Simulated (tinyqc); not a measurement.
Speciation in dilute and buffered hydrofluoric acid, oxide etch rate and bath loading: one step, computed by the program tinyqc.

Concentrations stand for activities, NH4+ and Cl- are spectators, and water ionisation is neglected. H, F and HF2 denote the ions H+, F- and HF2-. The base temperature is 298 K.

Question. Etch rate. Rate = k_a ([HF] + 2 [H2F2]) + k_b [HF2], an empirical two-term form. Time = oxide/rate; a temperature error changes the rate by exp((E_a/k_B)(1/298 - 1/(298 + error))) - 1.

Inputs (values chosen for the exercise, of the order of those for thermal oxide at room temperature): rate constant of neutral HF k_a = 13 nm L/(min mol); rate constant of HF2 k_b = 51 nm L/(min mol); activation energy = 0.41 eV; temperature error = 1.1 K; oxide removed per wafer = 22 nm.

[HF] = 0.1540621 mol/L

[H2F2] = 0 mol/L

[HF2] = 0.1051980 mol/L

Constants: k_B = 8.617333262e-05 eV/K.

Give: etch rate; share of HF2 in the rate; etch time; rate change from the temperature error.

Answer.

etch rate = 7.368 nm/min

share of HF2 in the rate = 72.82 %

etch time = 179.2 s

rate change from the temperature error = 6.048 %
